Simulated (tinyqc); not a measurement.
From results back to parameters: density of states of one tight-binding band of a chain. Three cases, with inputs chosen for the exercise.

Problem. A chain with E = -2 t cos(ka) has n(E) = arccos(-E/2t)/pi states per cell and spin below E and g(E) = 1/(pi sqrt(4 t^2 - E^2)).

Find: t; E.

Method. E = -2 t cos(pi n), so g = 1/(2 pi t sin(pi n)) gives t.

Case 1.

n = 0.691767
g = 0.429248 1/eV

Solution.

t = 0.450 eV
E = 0.510 eV

Case 2.

n = 0.573784
g = 0.441969 1/eV

Solution.

t = 0.370 eV
E = 0.170 eV

Case 3.

n = 0.749905
g = 0.258635 1/eV

Solution.

t = 0.870 eV
E = 1.230 eV

Computed by tinyqc, one run a case: `OMP_NUM_THREADS=1 python tinyqc.py N N+1 out.jsonl` with N = 1652721, 1680342, 1680435; one thread of a shared Intel(R) Xeon(R) Processor @ 2.30GHz, about 0.02 s a run at most.
